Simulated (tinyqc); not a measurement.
## Hexagonal on-chip spiral inductor, lumped pi model: quality factor against frequency

Outer diameter do = di + 2 n wd + 2 (n - 1) sp, mean da = (do + di)/2, fill p = (do - di)/(do + di), length l = 3.464 n da. L = 2.33 mu0 n^2 da/(1 + 3.82 p), mu0 = 4 pi 1e-7 H/m. Rs = rho l/(wd delta (1 - exp(-th/delta))), delta = sqrt(rho/(pi f mu0)). Cs = n wd^2 eps0 eo/hu across the coil. At each end Cox = l wd eps0 eo/(2 ho) leads to the substrate branch Rsi = 2 rs he/(l wd) in parallel with Csi = l wd eps0 11.7/(2 he). With one end grounded Y = 1/(Rs + i w L) + i w Cs + 1/[1/(i w Cox) + 1/(1/Rsi + i w Csi)], w = 2 pi f; Q = -Im Y/Re Y. Eddy currents in neighbouring turns and in the substrate are left out.

Apparent inductance Im(1/Y)/w; share of the loss Re(substrate branch)/Re Y.

Values chosen for this exercise; values of the order met in silicon radio-frequency processes:
- n = 5.5 (number of turns)
- wd = 4 um (line width)
- sp = 2 um (space between turns)
- di = 140 um (inner diameter)
- th = 0.9 um (metal thickness)
- rho = 1.9 uohm cm (metal resistivity)
- ho = 6.1 um (oxide below the coil)
- hu = 0.6 um (oxide between coil and underpass)
- eo = 3.9 (relative permittivity of the oxide)
- rs = 10 ohm cm (substrate resistivity)
- he = 80 um (effective spreading depth in the substrate)

Constants: eps0 = 8.8541878128e-12 F/m. Results are converted to the units shown.

Quality factor against frequency:
```
f (GHz)  Rs (ohm)  w L/Rs       Q  apparent inductance (nH)  loss in the substrate (%)
0.25        19.02  0.7391  0.7371                     8.940                    0.01203
0.4         19.52   1.152   1.147                     8.950                    0.04699
0.66        20.22   1.835   1.816                     8.978                     0.2403
1.1         21.16   2.923   2.830                     9.051                      1.384
1.8         22.36   4.527   4.047                     9.215                      6.850
2.9         23.89   6.824   4.784                     9.531                      23.71
4.7         25.96   10.18   4.143                     10.14                      51.67
7.7         28.80   15.03   2.466                     11.48                      75.60
13          32.94   22.19  0.4818                     8.311                      89.32
```

What does the comparison show?

Q goes from 0.737 through a maximum of 4.78 (at f = 2.9 GHz among the rows listed) to 0.482; the exact peak is 4.79 at 3.02 GHz and Q reaches zero at the self-resonance, 14.7 GHz. The share of the substrate rises from 0.0120 to 89.3 %, and the apparent inductance ends at 0.929 times L. At the peak the substrate takes 25.8 % of the loss. For f = 7.7, 13 the coil is longer than 0.15 of a wavelength in the oxide, where one lumped section is rough.

Numbers from tinyqc (`OMP_NUM_THREADS=1 python tinyqc.py 2302169 2302170 out.jsonl`; about 0.01 s on one thread of a shared Intel Xeon 2.30GHz).
